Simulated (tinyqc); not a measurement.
## Thickness from the transmission

Problem. A dielectric of barrier phi1 and mass m1 carries the voltage V, so U = phi1 - V x/t1. At E = 0 the WKB exponent is S = (4 t1/(3 V)) sqrt(m1/C) [phi1^1.5 - max(phi1 - V, 0)^1.5], C = hbar^2/(2 m0), and T = exp(-S). Find S, t1 and the field.

Parameters, values chosen for the exercise:
```
symbol  value  unit                                                        meaning
phi1     3.21    eV  barrier of layer 1 above the emitter Fermi level at zero bias
m1       0.52    m0                                     tunnelling mass of layer 1
V         5.2     V                                  voltage across the dielectric
```

Constants: q = 1.602176634e-19 C, hbar = 1.054571817e-34 J s, m0 = 9.1093837015e-31 kg, hbar^2/(2 m0) = 0.0380998212 eV nm^2. Results are converted to the units shown.

T at E = 0 = 3.8862872e-11

Answer. At fixed V the exponent is proportional to t1.

S = 23.97
t1 = 4.400 nm
field = 11.82 MV/cm

Numbers from tinyqc (`OMP_NUM_THREADS=1 python tinyqc.py 2540030 2540031 out.jsonl`; about 0.02 s on one thread of a shared Intel Xeon 2.30GHz).
